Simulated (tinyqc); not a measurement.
The scattering mechanism: Boltzmann transport in a parabolic band with a power-law relaxation time.

F_j(eta) = (1/Gamma(j + 1)) integral_0^infinity x^j dx/(1 + exp(x - eta)), which tends to exp(eta) for eta << 0.

tau = tau0 x^r with x = E/kT. With K_j = Gamma(j + 1) F_j(eta): <tau> = tau0 (r + 3/2) K_(r+1/2)/((3/2) K_(1/2)); mu = <tau>/(mc m0/e), m0/e = 5.685630e-12 kg/C; Hall factor rH = (3/2) K_(1/2) (2r + 3/2) K_(2r+1/2)/((r + 3/2) K_(r+1/2))^2; Seebeck S = -(kB/e) [(r + 5/2) K_(r+3/2)/((r + 3/2) K_(r+1/2)) - eta]; Lorenz number L = (kB/e)^2 [(r + 7/2) K_(r+5/2)/((r + 3/2) K_(r+1/2)) - ((r + 5/2) K_(r+3/2)/((r + 3/2) K_(r+1/2)))^2]; kB/e in V/K. Valley anisotropy is left out of rH.

Constants: kB = 8.617333262e-05 eV/K.
eta = -2.07365

Same eta for each exponent.

Results:
```
r                                     mechanism  <tau>/tau0     rH  S (microvolt/K)  L (1e-8 W ohm/K^2)
-0.5                           acoustic phonons       0.739  1.170           -356.2               1.507
0.0                  a constant relaxation time       1.000  1.000           -398.7               1.866
0.5   polar optical or piezoelectric scattering       1.523  1.101           -441.1               2.228
1.5                          ionised impurities       4.638  1.899           -526.0               2.959
```

What does the comparison show?

From r = -1/2 to 3/2 |S| grows by 169.8 microvolt/K, against 2 kB/e = 172.3 in the non-degenerate limit: scattering that favours fast electrons raises the mean energy carried. rH is 1 only for constant tau and reaches 1.899 for r = 3/2; L spans 1.507 to 2.959 against the metallic 2.443.

(tinyqc, `OMP_NUM_THREADS=1 python tinyqc.py 1650757 1650758 out.jsonl`, Intel(R) Xeon(R) Processor @ 2.30GHz, 1 thread, shared host, about 0.01 s.)
